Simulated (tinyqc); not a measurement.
Worked calculation: out-diffusion of a doped substrate or buried layer into a growing epitaxial film. Computed by tinyqc, a small Python program that keeps every step. Command: `OMP_NUM_THREADS=1 python tinyqc.py 3006340 3006341 out.jsonl buried walk`. One thread of a shared host (Intel(R) Xeon(R) Processor @ 2.30GHz), about 0.01 s of CPU time with the checks. Intermediate numbers are printed to about 5 digits and carried at full precision; extremes and crossings named in words are read from the listed rows.

x is counted from the original substrate surface into the film, whose surface moves as x = v t. Substrate dopant has one diffusivity; the dopant of the film is taken as uniform.

Inputs (values chosen for the exercise, modelled on boron in silicon):
```
quantity,value,unit
prefactor D0,0.989,cm^2/s
activation energy E,3.51,eV
substrate concentration C_s,1.4e+19,1/cm^3
film doping C_e,1.2e+16,1/cm^3
growth rate v,0.066,um/min
film thickness d,2.7,um
growth temperature T,1025,C
"autodoping level at the start, as a share of C_s",0.0003,-
decay length of autodoping,0.16,um
later thermal budget (Dt)2,4.5e-12,cm^2
```

Film doping: opposite type.

Constants: k_B = 8.617333262e-05 eV/K.

## Scales

D = D0 exp(-E/(k_B T)); growth time t = d/v; l = 2 sqrt(D t); growth number G = v t/l = d/l; 1 um = 1e-4 cm. Temperatures in kelvin are T(C) + 273.15.

diffusivity D = 2.3356e-14 cm^2/s

growth time t = 40.909 min

length l = 0.15143 um

growth number G = 17.830

The surface outruns diffusion, so the film acts as an infinite medium.

## Moving boundary against the simple erfc

For a surface that grows from dopant-free material and loses none by evaporation, with u = x/l and s = G - u: C/C_s = (1/2) [erfc(u) + (1 + 4 G (G + s)) exp(4 G s) erfc(G + s) - (4G/sqrt(pi)) exp(-u^2)]; for large G it tends to (1/2) erfc(u). Early in the growth G = sqrt(v x_s/(4 D)) for the thickness x_s reached so far; rows give C at the interface (u = 0) and at the surface (u = G).

The first stage of growth:
```
G,C/C_s at the interface,C at the surface (1/cm^3),simple erfc there (1/cm^3),ratio,thickness x_s (nm)
0.10,0.82403,1.1110e+19,6.2128e+18,1.7883,8.4932e-02
0.25,0.67967,7.6878e+18,5.0657e+18,1.5176,5.3082e-01
0.50,0.57719,3.9180e+18,3.3565e+18,1.1673,2.1233e+00
0.75,0.53808,1.8423e+18,2.0219e+18,0.9112,4.7774e+00
1.00,0.52090,7.9506e+17,1.1011e+18,0.7221,8.4932e+00
1.50,0.50794,1.1237e+17,2.3726e+17,0.4736,1.9110e+01
2.00,0.50373,1.0719e+16,3.2744e+16,0.3274,3.3973e+01
2.50,0.50202,6.7398e+14,2.8487e+15,0.2366,5.3082e+01
3.00,0.50121,2.7444e+13,1.5463e+14,0.1775,7.6439e+01
```

At the interface the value falls from 0.824 towards 1/2 as G grows; among these rows it is within 1 % of 1/2 from G = 2 on. At the surface the ratio to the simple erfc goes from 1.788 to 0.177: a fixed wall would double the value, while fresh undoped material dilutes a fast-moving surface. The surface value drops below C_e = 1.2e16 by the row at 34.0 nm; the finished film has G = 17.8. Caution: rows with a thickness or a length l = x_s/G below about 1 nm are formal for a continuum model.

## Transition width

After growth and the later budget: l2 = 2 sqrt(D t + (Dt)2); C(x) = (C_s/2) erfc(x/l2) + share x C_s exp(-x/decay length) for x > 0 (autodoping taken as unchanged by the later budget). The transition x_t solves C(x) = C_e, the metallurgical junction. Usable film = d - x_t. Also give x_t for the erfc term alone, after growth and after the later budget.

length l2 = 0.15726 um

x_t after growth, erfc alone = 0.33577 um

x_t after the later budget, erfc alone = 0.34870 um

x_t with autodoping = 0.35000 um

usable film = 2.3500 um

Solid-state diffusion sets the transition. The later budget is 0.078 times that of the growth. Caution: the substrate doping is comparable to or above the intrinsic density at growth temperature, so the diffusivity may be higher on that side.

## Profile in the film

Positions are 0.05, 0.2, 0.4, 0.6, 0.8, 1, 1.25 and 1.5 of x_t with autodoping (any beyond the film thickness are formal); net doping = |C - C_e|.

Concentrations (1/cm^3):
```
x/x_t,x (um),diffusion,autodoping,net doping
0.05,0.01750,6.1247e+18,3.7649e+15,6.1164e+18
0.20,0.07000,3.7032e+18,2.7117e+15,3.6939e+18
0.40,0.14000,1.4563e+18,1.7508e+15,1.4460e+18
0.60,0.21000,4.1274e+17,1.1304e+15,4.0187e+17
0.80,0.28000,8.2624e+16,7.2984e+14,7.1354e+16
1.00,0.35000,1.1529e+16,4.7122e+14,0
1.25,0.43750,5.8402e+14,2.7272e+14,1.1143e+16
1.50,0.52500,1.6413e+13,1.5784e+14,1.1826e+16
```

Checks made by the program: conservation of dopant by the moving-boundary solution (relative difference below 1e-10).
